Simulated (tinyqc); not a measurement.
X-ray reflectivity of a thin film on silicon: critical angles, Parratt recursion, fringes and roughness: one step, computed by the program tinyqc.

n = 1 - delta + i beta; the classical electron radius is r_e = 2.8179403e-6 nm. Layer 0 is vacuum, 1 the film, 2 the substrate.

Question. Reflectivity at one angle. k_j = (2 pi/lambda) sqrt(sin^2 theta - 2 delta_j + 2 i beta_j); r_ij = (k_i - k_j)/(k_i + k_j) x exp(-2 k_i k_j sigma^2) (Nevot-Croce); r = (r_01 + r_12 p)/(1 + r_01 r_12 p), p = exp(2 i k_1 d); R = |r|^2.

Inputs (values chosen for the exercise, modelled on HfO2 on silicon, copper K-alpha radiation):

| quantity | value | unit |
|---|---|---|
| wavelength lambda | 0.15406 | nm |
| film thickness d | 7.28 | nm |
| roughness of the surface sigma_1 | 0.74 | nm |
| roughness of the interface sigma_2 | 0.1 | nm |
| grazing angle theta | 2.33 | degrees |

Constants:

| layer | rho_e (1/nm^3) | delta | beta | critical angle (degrees) | q_c (1/nm) |
|---|---|---|---|---|---|
| film | 2495.521 | 2.656397e-05 | 1.939170e-06 | 0.4176227 | 0.5945405 |
| substrate | 711.402 | 7.572626e-06 | 1.741704e-07 | 0.2229774 | 0.3174375 |

Give: k_0, k_1, k_2; 1000 r_01; 1000 r_12; p; reflectivity R; q = 4 pi sin(theta)/lambda.

Answer.

k_0, k_1, k_2 (1/nm): 1.658  1.631+0.002i  1.650

1000 r_01 = 0.4222-0.0329i

1000 r_12 = -5.558+0.524i

p = 0.1820-0.9544i

reflectivity R = 2.882e-05

q = 4 pi sin(theta)/lambda = 3.316 1/nm
